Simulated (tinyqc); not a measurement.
Empty-lattice bands from Gamma to A: Brillouin zone and empty-lattice bands of the hcp structure.

Primitive vectors a1 = a (1,0,0), a2 = a (-1/2, sqrt3/2, 0), a3 = (0,0,c); atoms at 0 and a1/3 + 2 a2/3 + a3/2. Reciprocal vectors obey a_i.b_j = 2 pi delta_ij; k is given in units of 2 pi/a. Empty-lattice levels are c0 (2 pi/a)^2 |k + G|^2, c0 = hbar^2/2m0. Points: M = (1/2, 1/(2 sqrt3), 0), K = (2/3, 0, 0), A = (0, 0, a/2c), L = M + A, H = K + A.

Constants: hbar^2/2m0 = 3.80998211 eV angstrom^2.

Inputs chosen for the exercise (out of a larger set: lattice near that of Mg; not measured data): a = 3.204 angstrom (lattice constant); ca = 1.634 (c/a).

k = f x A; the eight lowest levels, degenerate ones repeated.

Levels (eV):
```
f         1     2      3      4      5      6      7      8
0.000  0.00  5.49   5.49  19.54  19.54  19.54  19.54  19.54
0.167  0.04  4.61   6.44  19.57  19.57  19.57  19.57  19.57
0.333  0.15  3.81   7.47  18.44  19.69  19.69  19.69  19.69
0.500  0.34  3.09   8.57  16.81  19.88  19.88  19.88  19.88
0.667  0.61  2.44   9.76  15.24  20.15  20.15  20.15  20.15
1.000  1.37  1.37  12.35  12.35  20.91  20.91  20.91  20.91
```

Give the missing row, f = 0.833.

Computed row:
```
f         1     2      3      4      5      6      7      8
0.833  0.95  1.87  11.01  13.76  20.49  20.49  20.49  20.49
```

Band 1 is the parabola f^2 x 1.37 eV. The next levels start from the first shell of G at 5.49 eV; a branch falls at first if its G has a component against k, and branches cross. The second level ends at 1.37 eV and meets band 1 at the zone surface.

Program tinyqc; command `OMP_NUM_THREADS=1 python tinyqc.py 1881153 1881154 out.jsonl`; about 0.01 s on one thread of a shared Intel(R) Xeon(R) Processor @ 2.30GHz.
